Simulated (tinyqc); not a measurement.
Transfer between valleys with doping: electrons shared among three sets of ellipsoidal valleys.

F_j(eta) = (1/Gamma(j + 1)) integral_0^infinity x^j dx/(1 + exp(x - eta)), which tends to exp(eta) for eta << 0.

Sets L, Gamma, Delta: N_i = M_i times N = 2 (m kB T/(4 pi c))^(3/2) with c = hbar^2/2m0, in 1/angstrom^3; times 1e24 for 1/cm^3, m = (ml mt^2)^(1/3); n = sum_i N_i F_1/2((EF - dE_i)/kT), energies from the edge of the first set; mu_drift = sum of share times mobility.

Constants: hbar^2/2m0 = 3.80998211 eV angstrom^2; kB = 8.617333262e-05 eV/K.

Inputs chosen for the exercise (masses and offsets near those of Ge; mobilities are free inputs, held fixed; shifted at random, so the results belong to these values and not to a real crystal): dE = (0, 0.119, 0.175) eV (edges of L, Gamma, Delta above the first); M = (4, 1, 6) (valleys in each set); ml = (1.549, 0.041, 0.889) m0 (longitudinal masses of L, Gamma, Delta); mt = (0.0804, 0.041, 0.2085) m0 (transverse masses); mu = (4400, 22000, 1300) cm^2/(V s) (mobility of each set); T = 400 K.

Parabolic valleys; band tails and gap narrowing are left out.

Populations:
```
n (1/cm^3)  EF (eV)  share L  share Gamma  share Delta  mu_drift
1.0e+16     -0.2538   0.9813       0.0006       0.0180      4355
1.0e+18     -0.0943   0.9809       0.0007       0.0184      4354
3.0e+18     -0.0549   0.9801       0.0007       0.0193      4352
1.0e+19     -0.0082   0.9768       0.0008       0.0224      4345
3.0e+19      0.0439   0.9653       0.0012       0.0336      4316
1.0e+20      0.1262   0.8950       0.0029       0.1021      4134
```

Give the missing row, n (1/cm^3) = 1.0e+17.

Computed row:
```
n (1/cm^3)  EF (eV)  share L  share Gamma  share Delta  mu_drift
1.0e+17     -0.1743   0.9813       0.0006       0.0181      4355
```

The share of L goes from 0.981 to 0.895 and the mean mobility from 4355 to 4134 cm^2/(V s). L holds more than Gamma throughout. The share of Delta is at most 0.1.

tinyqc: `OMP_NUM_THREADS=1 python tinyqc.py 1681305 1681306 out.jsonl`; about 0.01 s, one thread, shared Intel(R) Xeon(R) Processor @ 2.30GHz.
